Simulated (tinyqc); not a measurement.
Fermi-Dirac statistics of conduction electrons: one step. Mean energy, Einstein relation and screening. Two cases, with inputs chosen for the exercise.

Task: Mean kinetic energy <E> = (3/2) kT F_3/2/F_1/2; D/mu = (kT/e) F_1/2/F_-1/2; dn/dEF = (Nc/kT) F_-1/2; screening length L = (4 pi (e^2/(4 pi eps0)) (dn/dEF)/eps)^(-1/2), with dn/dEF in 1/(angstrom^3 eV) (1/cm^3 = 1e-24/angstrom^3).

F_j(eta) = (1/Gamma(j + 1)) integral_0^infinity x^j dx/(1 + exp(x - eta)), which tends to exp(eta) for eta << 0.

Constants: e^2/(4 pi eps0) = 14.39964547 eV angstrom.

Give: F_-1/2, F_1/2, F_3/2; <E>; D/mu; dn/dEF; L.

Case 1.

Values chosen (out of a larger set: near those of Ge, lowest valleys alone; not measured data): eps = 16.3 (static dielectric constant).

eta = 6.9307252
kT = 0.01723467 eV
Nc = 5.750317e+18 1/cm^3

Result:

F_-1/2, F_1/2, F_3/2: 2.942  14.09  42.91

<E> = 78.74 meV
D/mu = 82.52 mV
dn/dEF = 9.816e+20 1/(cm^3 eV)
L = 9.580 angstrom

The gas is degenerate. D/mu is 4.788 times kT/e and <E> is 3.046 times (3/2) kT; the Debye formula, with n/kT in place of dn/dEF, would give L = 4.378 angstrom.

Case 2.

Values chosen (out of a larger set: near those of Si, lowest valleys alone; not measured data): eps = 11.7 (static dielectric constant).

eta = 2.5005053
kT = 0.02585200 eV
Nc = 2.744041e+19 1/cm^3

Result:

F_-1/2, F_1/2, F_3/2: 1.667  3.608  5.771

<E> = 62.03 meV
D/mu = 55.97 mV
dn/dEF = 1.769e+21 1/(cm^3 eV)
L = 6.046 angstrom

The gas is degenerate. D/mu is 2.165 times kT/e and <E> is 1.599 times (3/2) kT; the Debye formula, with n/kT in place of dn/dEF, would give L = 4.109 angstrom.

Computed by tinyqc, one run a case: `OMP_NUM_THREADS=1 python tinyqc.py N N+1 out.jsonl` with N = 1680317, 1680694; one thread of a shared Intel(R) Xeon(R) Processor @ 2.30GHz, about 0.01 s a run at most.
